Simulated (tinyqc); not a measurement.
Worked calculation: Hueckel theory of the pi electrons with the omega technique, for the molecule BC=CC=C[CH2+] (SMILES; centres numbered as the heavy atoms are written). One step of it, computed by the program tinyqc.

Problem. Omega technique, round 2. h_r = h_r(0) + omega q_r, omega = 1.4, with q_r = z_r - P_rr; 0.5 of the old diagonal is kept.

Hueckel matrix in units of beta (H = alpha + beta A):
```
           1B        2C        3C        4C        5C        6C
1B  -1.000000  0.700000  0.000000  0.000000  0.000000  0.000000
2C   0.700000  0.000000  1.000000  0.000000  0.000000  0.000000
3C   0.000000  1.000000  0.000000  1.000000  0.000000  0.000000
4C   0.000000  0.000000  1.000000  0.000000  1.000000  0.000000
5C   0.000000  0.000000  0.000000  1.000000  0.000000  1.000000
6C   0.000000  0.000000  0.000000  0.000000  1.000000  0.000000
```

charge and bond-order matrix P:
```
           1B         2C         3C        4C         5C         6C
1B   0.066574   0.225010   0.219763  0.074629  -0.087556  -0.128668
2C   0.225010   0.769800   0.779770  0.327478  -0.210958  -0.369583
3C   0.219763   0.779770   0.872692  0.545754   0.049067  -0.164926
4C   0.074629   0.327478   0.545754  0.692432   0.589288   0.384035
5C  -0.087556  -0.210958   0.049067  0.589288   0.891414   0.765749
6C  -0.128668  -0.369583  -0.164926  0.384035   0.765749   0.707088
```

Centres:
```
centre  z_r, pi electrons of the neutral centre          h
1B                                            0  -1.000000
2C                                            1   0.000000
3C                                            1   0.000000
4C                                            1   0.000000
5C                                            1   0.000000
6C                                            1   0.000000
```

Give: matrix after round 2.

Solution.

matrix after round 2:
```
         1B      2C      3C      4C      5C      6C
1B  -1.0742  0.7000  0.0000  0.0000  0.0000  0.0000
2C   0.7000  0.2391  1.0000  0.0000  0.0000  0.0000
3C   0.0000  1.0000  0.1217  1.0000  0.0000  0.0000
4C   0.0000  0.0000  1.0000  0.3378  1.0000  0.0000
5C   0.0000  0.0000  0.0000  1.0000  0.0831  1.0000
6C   0.0000  0.0000  0.0000  0.0000  1.0000  0.3425
```
